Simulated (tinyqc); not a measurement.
Access strength from the read disturbance.

Problem. Transistor (EKV form, voltages against the body): I = 2 n b Vt^2 [F(vp - Vs) - F(vp - Vd)] from drain to source, F(v) = ln^2(1 + exp(v/(2 Vt))), vp = (Vg - VT + sg |Vd - Vs|)/n. n-channel bodies are at 0; for the p-channel device all voltages are counted down from Vdd. b in uA/V^2 gives I in uA. In an SRAM read the low node Q obeys In(gate QB, drain Q) = Ip(gate QB, drain Q) + Ia, where the access transistor (threshold VTn) has its gate and drain at Vdd and its source at Q. Find Ia, ba and the cell ratio bn/ba.

Parameters, values chosen for the exercise: temperature T = 300 K; supply voltage Vdd = 0.6 V; slope factor n = 1.15; drain-induced barrier lowering sg = 0.092; n-channel threshold VTn = 0.43 V; p-channel threshold (magnitude) VTp = 0.32 V; gain factor of the pull-down transistor bn = 490 uA/V^2; gain factor of the pull-up transistor bp = 200 uA/V^2.

Constants: q = 1.602176634e-19 C, kB = 1.380649e-23 J/K, Vt = kB T/q. Results are converted to the units shown.

Q and QB in the read (V): [0.044932525, 0.59999975]

Answer. The node equation gives Ia, which is proportional to ba.

Ia = 3.11 uA
ba = 240 uA/V^2
cell ratio = 2.04

Program tinyqc, `OMP_NUM_THREADS=1 python tinyqc.py 2340086 2340087 out.jsonl`; Intel Xeon 2.30GHz, shared host, one thread, about 0.1 s.
